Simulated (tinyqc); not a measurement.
Stress in a transistor channel from embedded alloy regions, liners and fins, by half-space elasticity: one step, computed by the program tinyqc.

Plane strain in an isotropic half-space, the same constants everywhere; x along the channel from its centre, y downwards from the free surface; stress is positive in tension.

Problem. Closed form at the surface. At x = y = 0 the integral is s_xx = -(4/pi) [E e/(1 - nu)] [arctan(2 d/L) - arctan(d/(L/2 + S))].

Inputs (values chosen for the exercise, modelled on silicon):

| quantity | value | unit |
|---|---|---|
| Young's modulus E | 164 | GPa |
| Poisson ratio nu | 0.22 | - |
| channel length L | 76 | nm |
| length of each stressor S | 65 | nm |
| recess depth d | 60 | nm |

Stressor: Si(1-x)Ge(x) source and drain.

misfit e = 0.0104

Give: s_xx at the surface.

Solution.

s_xx at the surface = -1333 MPa

For fixed L and S it is largest at d = sqrt((L/2)(L/2 + S)) = 62.6 nm; d is short of that.
